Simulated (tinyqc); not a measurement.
Worked calculation: CISD on RHF in the sto-3g basis, for H3+, spin multiplicity 1. One step of it, computed by the program tinyqc.

Question. CISD: roots. Diagonalise (each vector has its largest component positive (the first on a tie)); all determinants have Ms = 0, so triplets appear too. The lowest singlet root is the correlation energy.

Occupation strings over the orbitals (2 doubly, a alpha, b beta, 0 empty; spin orbitals ordered 1a 1b 2a 2b ...): 200 ab0 a0b ba0 b0a 020 0ab 0ba 002

H - E(HF) between determinants (hartree):
```
          200        ab0        a0b        ba0        b0a        020        0ab        0ba
200  0.000000   0.000000   0.000000   0.000000   0.000000   0.144974   0.000000   0.000000
ab0  0.000000   0.549239   0.000000  -0.144974   0.000000   0.098598  -0.014786   0.014787
a0b  0.000000   0.000000   0.549559   0.000000  -0.144979  -0.014786  -0.098503   0.098512
ba0  0.000000  -0.144974   0.000000   0.549239   0.000000  -0.098598   0.014787  -0.014786
b0a  0.000000   0.000000  -0.144979   0.000000   0.549559   0.014786   0.098512  -0.098503
020  0.144974   0.098598  -0.014786  -0.098598   0.014786   1.200102  -0.000010   0.000010
0ab  0.000000  -0.014786  -0.098503   0.014787   0.098512  -0.000010   1.043004  -0.078612
0ba  0.000000   0.014787   0.098512  -0.014786  -0.098503   0.000010  -0.078612   1.043004
002  0.144979  -0.098512   0.014773   0.098512  -0.014773   0.078612   0.000010  -0.000010

           002
200   0.144979
ab0  -0.098512
a0b   0.014773
ba0   0.098512
b0a  -0.014773
020   0.078612
0ab   0.000010
0ba  -0.000010
002   1.200623
```

Give: lowest roots of this matrix, relative to E(HF); lowest vectors; <S^2> of these roots; weight of the ground state by excitation level 0, 1, 2, ....

Answer.

lowest roots of this matrix, relative to E(HF) (hartree): -0.0321  0.4043  0.4046  0.6157  0.6160  0.9644  1.2001  1.2003

lowest vectors:
```
      root 1  root 2  root 3   root 4
200   0.9880  0.0000  0.0000  -0.0001
ab0   0.0000  0.7071  0.0000   0.6579
a0b   0.0000  0.0000  0.7071   0.0000
ba0   0.0000  0.7071  0.0000  -0.6579
b0a   0.0000  0.0000  0.7071   0.0000
020  -0.1093  0.0000  0.0000  -0.2564
0ab   0.0000  0.0000  0.0000   0.0384
0ba   0.0000  0.0000  0.0000  -0.0384
002  -0.1092  0.0000  0.0000   0.2561
```

<S^2> of these roots: 0.0000  2.0000  2.0000  0.0000  0.0000  2.0000  0.0000  0.0000

weight of the ground state by excitation level 0, 1, 2, ...: 0.9761  0.0000  0.0239
